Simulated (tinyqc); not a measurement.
# Worked calculation: thin-body transistor below threshold, two-dimensional Poisson equation on a small mesh

Numbers from tinyqc (`OMP_NUM_THREADS=1 python tinyqc.py 2480011 2480012 out.jsonl`; about 0.09 s on one thread of a shared Intel Xeon 2.30GHz). Printed values are rounded.

A thin body on a thick buried insulator of low permittivity, taken as carrying no normal field at the bottom of the body (row 0). Mobile charge is neglected (subthreshold), the body is fully depleted, and potentials are counted from the intrinsic level; rows run upward to the gate, columns from source to drain.

Parameters, values chosen for the exercise; semiconductor permittivity close to that of silicon: temperature T = 350 K; relative permittivity of the semiconductor eps_r = 11.6; relative permittivity of the insulator eox = 9; body thickness tb = 4 nm; insulator thickness tox = 4 nm; channel length L = 27 nm; acceptor density of the depleted body Na = 0 cm^-3; potential of the source Vbi = 0.55 V; gate offset Vfb = 0.1 V; gate voltage Vg = -0.1 V; drain voltage Vd = 1 V.

Constants: q = 1.602176634e-19 C, kB = 1.380649e-23 J/K, Vt = kB T/q, eps0 = 8.8541878128e-14 F/cm where lengths are in cm. Results are converted to the units shown.

## Coefficients of the five-point equations

Mesh: rows i = 0..3 in the semiconductor (step hs = tb/3, row 3 on the interface), then 1 step(s) ho = tox/1 up to the gate row 4; columns j = 0..6 (step hy = L/6). Box integration, divided by eps0: up_i = eps hy/h of the interval above row i, dn_i = that of the interval below (0 for row 0), lat_i = (sum of eps h/2 over the intervals above and below)/hy, s_i = -q Na w_i hy/eps0 with w_i the semiconductor height of the box (hs/2 for row 0 and the interface row, hs between, 0 in the insulator). Each free node obeys (up + dn + 2 lat) psi = up psi(above) + dn psi(below) + lat [psi(left) + psi(right)] + s.

| row | up | dn | lat | s (V) |
|---|---|---|---|---|
| 0 | 39.15 | 0 | 1.71852 | 0 |
| 1 | 39.15 | 39.15 | 3.43704 | 0 |
| 2 | 39.15 | 39.15 | 3.43704 | 0 |
| 3 | 10.1250 | 39.15 | 5.71852 | 0 |

## Iteration 1: Gauss-Seidel sweep

psi at the start (fixed values on the edges, free nodes at zero) (V):

|  | j=0 | j=1 | j=2 | j=3 | j=4 | j=5 | j=6 |
|---|---|---|---|---|---|---|---|
| row 0 | 0.55000 | 0.00000 | 0.00000 | 0.00000 | 0.00000 | 0.00000 | 1.55000 |
| row 1 | 0.55000 | 0.00000 | 0.00000 | 0.00000 | 0.00000 | 0.00000 | 1.55000 |
| row 2 | 0.55000 | 0.00000 | 0.00000 | 0.00000 | 0.00000 | 0.00000 | 1.55000 |
| row 3 | 0.55000 | 0.00000 | 0.00000 | 0.00000 | 0.00000 | 0.00000 | 1.55000 |
| row 4 | -0.20000 | -0.20000 | -0.20000 | -0.20000 | -0.20000 | -0.20000 | -0.20000 |

Free nodes: rows 0..3, columns 1..5, taken row by row from row 0, left to right. t = (up psi(above) + dn psi(below) + lat [psi(left) + psi(right)] + s)/(up + dn + 2 lat), with the newest neighbours; psi(new) = t.

psi after iteration 1 (V):

|  | j=0 | j=1 | j=2 | j=3 | j=4 | j=5 | j=6 |
|---|---|---|---|---|---|---|---|
| row 0 | 0.55000 | 0.02219 | 0.00090 | 0.00004 | 0.00000 | 0.06255 | 1.55000 |
| row 1 | 0.55000 | 0.03240 | 0.00172 | 0.00009 | 0.00000 | 0.09130 | 1.55000 |
| row 2 | 0.55000 | 0.03708 | 0.00229 | 0.00013 | 0.00001 | 0.10451 | 1.55000 |
| row 3 | 0.55000 | 0.04236 | -0.02789 | -0.03590 | -0.03673 | 0.17658 | 1.55000 |
| row 4 | -0.20000 | -0.20000 | -0.20000 | -0.20000 | -0.20000 | -0.20000 | -0.20000 |

## Iteration 2: Gauss-Seidel sweep

As before.

psi after iteration 2 (V):

|  | j=0 | j=1 | j=2 | j=3 | j=4 | j=5 | j=6 |
|---|---|---|---|---|---|---|---|
| row 0 | 0.55000 | 0.05201 | 0.00368 | 0.00023 | 0.00254 | 0.14658 | 1.55000 |
| row 1 | 0.55000 | 0.06322 | 0.00530 | 0.00038 | 0.00487 | 0.17816 | 1.55000 |
| row 2 | 0.55000 | 0.07082 | -0.00752 | -0.01663 | -0.01110 | 0.22515 | 1.55000 |
| row 3 | 0.55000 | 0.06149 | -0.03579 | -0.05091 | -0.02867 | 0.25513 | 1.55000 |
| row 4 | -0.20000 | -0.20000 | -0.20000 | -0.20000 | -0.20000 | -0.20000 | -0.20000 |

## Course of the iteration: Gauss-Seidel sweep

Stop when the largest change of psi is below 1e-7 V, or after 400 iterations. Fixed values: gate row Vg - Vfb; column 0 at Vbi and the last column at Vbi + Vd in the semiconductor, each running linearly to Vg - Vfb across the insulator.

Course of the iteration:

| iteration | psi at row 0, j = 3 (V) | largest \|change\| of one entry (V) |
|---|---|---|
| 1 | 3.61404e-5 | 0.177 |
| 2 | 2.27615e-4 | 0.121 |
| 3 | 7.78792e-4 | 0.0924 |
| 4 | -0.00562354 | 0.0851 |
| 5 | -0.0127471 | 0.0701 |
| 6 | -0.0176355 | 0.0559 |
| 7 | -0.0200177 | 0.0445 |
| 8 | -0.0202560 | 0.0357 |
| 9 | -0.0187976 | 0.0289 |
| ... | ... | ... |
| 136 | 0.0793781 | 1.88e-7 |
| 137 | 0.0793783 | 1.72e-7 |
| 138 | 0.0793784 | 1.57e-7 |
| 139 | 0.0793786 | 1.44e-7 |
| 140 | 0.0793787 | 1.32e-7 |
| 141 | 0.0793788 | 1.21e-7 |
| 142 | 0.0793789 | 1.11e-7 |
| 143 | 0.0793790 | 1.02e-7 |
| 144 | 0.0793791 | 9.31e-8 |

Converged in 144 iterations. At the end each change is about 0.92 times the one before: linear convergence.

## Barrier, swing and barrier lowering

converged psi (V):

|  | j=0 | j=1 | j=2 | j=3 | j=4 | j=5 | j=6 |
|---|---|---|---|---|---|---|---|
| row 0 | 0.55000 | 0.21563 | 0.06862 | 0.07938 | 0.26006 | 0.70613 | 1.55000 |
| row 1 | 0.55000 | 0.20741 | 0.06169 | 0.07192 | 0.24841 | 0.68867 | 1.55000 |
| row 2 | 0.55000 | 0.18190 | 0.04107 | 0.04987 | 0.21361 | 0.63424 | 1.55000 |
| row 3 | 0.55000 | 0.13644 | 0.00732 | 0.01421 | 0.15625 | 0.53635 | 1.55000 |
| row 4 | -0.20000 | -0.20000 | -0.20000 | -0.20000 | -0.20000 | -0.20000 | -0.20000 |

d psi/dVg on row 0: j=0 0.000000, j=1 0.471294, j=2 0.708529, j=3 0.776496, j=4 0.708529, j=5 0.471294, j=6 0.000000
d psi/dVd on row 0: j=0 0.00000, j=1 0.01910, j=2 0.05001, j=3 0.11175, j=4 0.24146, j=5 0.50960, j=6 1.00000

The barrier is read along row 0, the path farthest from the gate. Take the node j of lowest psi: barrier Vbi - psi_j; swing Vt ln 10/(d psi_j/dVg); DIBL = (d psi_j/dVd)/(d psi_j/dVg). The derivatives solve the same equations with s = 0 and a unit change of that voltage.

j = 2
barrier = 0.481384 V
swing = 98.0165 mV/decade
DIBL = 70.5862 mV/V

A mesh of 12, 8 and 80 steps (semiconductor, insulator, channel) gives a barrier of 0.528 V, a swing of 88.2 mV a decade and a DIBL of 79.1 mV/V; the small mesh puts the barrier 8.9 % below that.
